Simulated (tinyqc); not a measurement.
Model-solid line-up of a strained alloy layer on a substrate: sweeps and comparisons. A value that a table varies takes the place of the one given here.

All values of the alloy are linear in x but the gap, Eg(x) = (1 - x) Eg_A + x Eg_B - C x (1 - x), and the valence edge, Ev(x) = (1 - x) Ev_A + x Ev_B + fv C x (1 - x); Ec = Ev + Eg. Ev is the top of the unstrained valence band on a scale common to all materials. In the layer only the Gamma valley of the conduction band is followed, also where an X or L valley would lie lower.

Coherent growth on a (111) face: e_par = (a_s - a)/a, e_perp = -(2 C11 + 4 C12 - 4 C44)/(C11 + 2 C12 + 4 C44) e_par; exx = eyy = ezz = (2 e_par + e_perp)/3 and exy = eyz = ezx = (e_perp - e_par)/3.

Strained edges: Ec + ac tr(e); the valence edges are Ev plus the levels of the 6 x 6 matrix of X, Y, Z times spin with -Dso/3 + l exx + m (eyy + ezz) on the diagonal (cyclic), n exy off it, l = av + 2 b, m = av - b, n = sqrt(3) d. Spin-orbit term (Dso/3) L.sigma on X, Y, Z with (L_k)_ij = -i epsilon_kij: <X+|H|Y+> = -i Dso/3, <X+|H|Z-> = Dso/3, <Y+|H|Z-> = -i Dso/3, <Z+|H|X-> = -Dso/3, <Z+|H|Y-> = i Dso/3, <X-|H|Y-> = i Dso/3, and their conjugates; + and - are the spin along z.

dEc = Ec(substrate) - Ec(layer), dEv = Ev(layer) - Ev(substrate); positive values confine the carrier in the layer. Type I: both of one sign; type II: opposite signs; type III: the gaps do not overlap.

Coherent growth: e_par = (a_s - a)/a. (001): e_perp = -2 (C12/C11) e_par; exx = eyy = e_par, ezz = e_perp, no shear. (111): e_perp = -(2 C11 + 4 C12 - 4 C44)/(C11 + 2 C12 + 4 C44) e_par; exx = eyy = ezz = (2 e_par + e_perp)/3 and exy = eyz = ezx = (e_perp - e_par)/3. (110): e_perp = -(C11 + 3 C12 - 2 C44)/(C11 + C12 + 2 C44) e_par; exx = eyy = (e_par + e_perp)/2, ezz = e_par, exy = (e_perp - e_par)/2, eyz = ezx = 0.

Values chosen for the exercise (A near InP, B near GaP, substrate near Ge; not measured data):
```
symbol  value           unit      meaning
a       (5.868, 5.444)  angstrom  lattice constant of A, B
Eg      (1.411, 2.866)  eV        gap at Gamma to the s-like level of A, B
Dso     (0.109, 0.079)  eV        spin-orbit splitting of A, B
Ev      (-0.95, -1.28)  eV        top of the unstrained valence band of A, B
ac      (-5.98, -8.14)  eV        conduction deformation potential of A, B
av      (0.59, 1.72)    eV        valence hydrostatic potential of A, B
b       (-1.98, -1.6)   eV        tetragonal shear potential of A, B
d       (-5.04, -4.62)  eV        trigonal shear potential of A, B
C11     (100.3, 142.1)  GPa       of A, B
C12     (55.6, 62.9)    GPa       of A, B
C44     (45.4, 71.2)    GPa       of A, B
C       0.543           eV        bowing of the gap
fv      0                         share of the bowing taken by the valence edge
a_s     5.662           angstrom  substrate
Eg_s    0.748           eV        lowest gap of the substrate
Ev_s    -0.35           eV        substrate valence edge
face    111                       growth face
x       0.83                      fraction of B
```

## Composition against offsets

Each composition is strained to the same substrate.

Results:
```
x     e_par (%)  relaxed gap (eV)  strained gap (eV)  valence splitting (meV)  dEc (eV)  dEv (eV)  type
0.08      -2.95             1.487              1.634                       64    -0.368    -0.518     I
0.19      -2.17             1.604              1.728                       60    -0.391    -0.590     I
0.31      -1.30             1.746              1.832                       52    -0.421    -0.663     I
0.42      -0.49             1.890              1.926                       32    -0.453    -0.725     I
0.53       0.33             2.047              1.988                       32    -0.489    -0.752     I
0.64       1.17             2.217              1.989                      125    -0.529    -0.712     I
0.76       2.10             2.418              1.983                      231    -0.577    -0.658     I
0.87       2.96             2.615              1.977                      329    -0.624    -0.605     I
```

What can be read from the table?

The alloy matches the substrate at x = 0.486, where the top valence edge changes its character and the splitting passes through zero. The strained gap runs from 1.634 to 1.977 eV, against 1.487 to 2.615 eV for the relaxed alloy: strain takes back part of the change that the composition makes. It is not monotonic; its extremes in the table are 1.634 and 1.989 eV. Strains above 2 % can be kept only in layers of a few nanometres. The line-up is type I throughout, with the layer as the barrier. Where the alloy is indirect its X or L edge, left out, lies lower and sets the real gap and dEc.

## The same layer on three faces

Composition and substrate are kept.

Results:
```
face   e_perp (%)  tr(e) (%)  shift of Ec (meV)  shift of Ev (meV)  valence splitting (meV)  gap (eV)
(001)      -2.417      2.874             -223.4              189.9                    230.2    2.1287
(111)      -1.255      4.036             -313.7              249.4                    293.4    1.9789
(110)      -1.492      3.798             -295.2              237.3                    266.7    2.0095
```

What can be read from the table?

The layer yields most along the normal on (001) and least on (111), so the volume change, and with it the shift of Ec, is largest on (111). The valence splitting, set by b on (001), by d on (111) and by both on (110), is largest on (111). The gaps span 150 meV, from (111) to (001).

## What each parameter does

Strained gap, valence splitting and offsets. Each row changes one parameter from the base and keeps the others.

Results:
```
case                       gap (eV)  splitting (meV)  dEc (eV)  dEv (eV)
base                         1.9789            293.4   -0.6065   -0.6245
x = 0.85                     1.9778            311.1   -0.6152   -0.6146
a_s = 5.642 angstrom         2.0587            250.6   -0.6494   -0.6613
C = 0.643 eV                 1.9648            293.4   -0.5923   -0.6245
fv = 0.2                     1.9789            293.4   -0.6218   -0.6092
Ev_s = -0.3 eV               1.9789            293.4   -0.5565   -0.6745
C12 = (63.94, 72.335) GPa    1.9844            304.4   -0.6171   -0.6193
b = (-2.277, -1.84) eV       1.9789            293.4   -0.6065   -0.6245
ac = (-6.877, -9.361) eV     1.9319            293.4   -0.5594   -0.6245
```

What can be read from the table?

The largest shifts from the base row, up to three for each result and ties (the steps differ in size, so this ranks the rows, not the parameters). gap (eV): a_s +0.0798, ac -0.0471, C -0.0141; unchanged at the printed digits by fv, Ev_s and b. splitting (meV): a_s -42.8, x +17.7, C12 +11.0; unchanged at the printed digits by C, fv, Ev_s, b and ac. dEc (eV): Ev_s +0.0500, ac +0.0471, a_s -0.0430; unchanged at the printed digits by b. dEv (eV): Ev_s -0.0500, a_s -0.0368, fv +0.0153; unchanged at the printed digits by C, b and ac.

Computed by tinyqc, a small Python program: `OMP_NUM_THREADS=1 python tinyqc.py 1081315 1081316 out.jsonl` (the numbers bound the seed that draws the inputs); one thread of a shared host (Intel(R) Xeon(R) Processor @ 2.30GHz), about 0.02 s for the whole set of steps.
